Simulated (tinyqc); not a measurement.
Worked calculation: kinetic Monte Carlo and master equation for a particle on a ring of sites with traps and bias. Computed by tinyqc, a small Python program that keeps every step. Command: `OMP_NUM_THREADS=1 python tinyqc.py 3027246 3027247 out.jsonl kmc walk`. One thread of a shared host (Intel(R) Xeon(R) Processor @ 2.30GHz), about 0.06 s of CPU time with the checks. Intermediate numbers are printed to about 5 digits and carried at full precision; extremes and crossings named in words are read from the listed rows.

7 sites on a ring, numbered 1 to 7. The saddle between i and i+1 lies at E0 + s b_i and site i at s eps_i; a force F tilts the landscape, with the saddle half-way.

Inputs (values chosen for the exercise, for a model defect): reference barrier E0 = 0.87 eV; scale factor s of the disorder = 1; attempt frequency nu = 2.7 THz; temperature T = 840 K; site spacing a = 3.7 angstrom; force F along the ring = 0.048 eV/angstrom; seed of the random numbers = 237235.

Disorder: site traps.

site energies eps_i (eV): [-0.14, -0.21, -0.061, -0.18, 0, -0.19, -0.057]

saddle shifts b_i between sites i and i+1 (eV): [0, 0, 0, 0, 0, 0, 0]

Constants: k_B = 8.617333262e-05 eV/K.

## Rate table

Rates: k(i to i+1) = nu exp(-(E0 + s b_i - s eps_i - F a/2)/(k_B T)), k(i to i-1) = nu exp(-(E0 + s b_(i-1) - s eps_i + F a/2)/(k_B T)). Share right = k right/(k right + k left); mean stay = 1/(k right + k left).

Rates, shares of right hops and mean stays:
```
site  k right (1/s)  k left (1/s)  share right  mean stay (s)
1        8.0243e+06    6.9001e+05      0.92082     1.1475e-07
2        3.0509e+06    2.6234e+05      0.92082     3.0182e-07
3        2.3899e+07    2.0551e+06      0.92082     3.8529e-08
4        4.6176e+06    3.9707e+05      0.92082     1.9941e-07
5        5.5510e+07    4.7733e+06      0.92082     1.6588e-08
6        4.0218e+06    3.4583e+05      0.92082     2.2896e-07
7        2.5257e+07    2.1719e+06      0.92082     3.6458e-08
```

The particle stays longest on site 2, 18.2 times as long as on the quickest site.

## Twelve steps of the residence-time algorithm

Random numbers:
```
step      r1      r2
1     0.5403  0.4616
2     0.8311  0.9538
3     0.2406  0.2269
4     0.6123  0.5663
5     0.1489  0.5341
6     0.5437  0.9631
7     0.3654  0.5149
8     0.7483  0.4853
9     0.7770  0.9956
10    0.5748  0.9026
11    0.2535  0.3860
12    0.7453  0.0975
```

Start on site 1 at t = 0. Hop right if r1 is below the share right, else left; advance the clock by -ln(r2) times the mean stay.

Trajectory:
```
step  site    hop    wait (s)   clock (s)  net hops
1        1  right  8.8711e-08  8.8711e-08         1
2        2  right  1.4276e-08  1.0299e-07         2
3        3  right  5.7148e-08  1.6014e-07         3
4        4  right  1.1339e-07  2.7353e-07         4
5        5  right  1.0404e-08  2.8393e-07         5
6        6  right  8.6083e-09  2.9254e-07         6
7        7  right  2.4200e-08  3.1674e-07         7
8        1  right  8.2966e-08  3.9971e-07         8
9        2  right  1.3309e-09  4.0104e-07         9
10       3  right  3.9483e-09  4.0499e-07        10
11       4  right  1.8983e-07  5.9481e-07        11
12       5  right  3.8616e-08  6.3343e-07        12
```

## Steady state

Master equation dP/dt = W P, W_(i+1,i) = k right, W_(i-1,i) = k left, columns summing to zero. The steady state is its null vector; drift v = a sum P_i (k right - k left). D = a^2 lambda''(0)/2, where lambda(q) is the leading eigenvalue of W with right hops weighted by exp(q) and left hops by exp(-q). The slowest relaxation rate is minus the real part of the next eigenvalue of W. 1 angstrom = 1e-8 cm.

occupations P_i: [0.12253, 0.32228, 0.04114, 0.21293, 0.01771, 0.24448, 0.03893]

drift velocity v = 0.23276 cm/s

diffusivity D = 7.3737e-09 cm^2/s

slowest relaxation rate = 4.0250e+06 1/s

With equal saddles the steady current leaves the occupations at their Boltzmann values exp(-s eps_i/(k_B T))/Z.

## Closed form at zero force

At zero force D0 = a^2 nu exp(-E0/(k_B T)) / [<exp(-s eps/(k_B T))> <exp(s b/(k_B T))>], with means over the ring; Einstein relation v = D0 F/(k_B T); 1 angstrom = 1e-8 cm.

zero-force diffusivity D0 = 2.7630e-09 cm^2/s

D0 over the value without disorder = 0.12399

Einstein drift = 0.18322 cm/s

F a/(k_B T) = 2.454; the true drift is 1.2704 times the Einstein value.

## Sampled drift against the exact one

400 independent walkers start on sites drawn with weights P_i (k right + k left), the steady shares of hops (random numbers not printed); the estimate is total displacement over total time, with its standard error from the spread between walkers.

Drift from sampling:
```
hops per walker  estimate (cm/s)  standard error (cm/s)  deviation in standard errors
10                       0.22452              0.0053425                       -1.5425
30                       0.23010              0.0030528                       -0.8706
100                      0.23199              0.0016438                       -0.4708
300                      0.23177              0.0009261                       -1.0711
1000                     0.23239              0.0005026                       -0.7282
3000                     0.23271              0.0003083                       -0.1527
```

The exact drift is 0.2328 cm/s. The standard error falls by a factor 3.27 from 100 to 1000 hops (sqrt10 = 3.16), and in the last row it is 0.13 % of the drift.

Checks made by the program: closed form against the master equation at zero force (relative difference 1e-06).
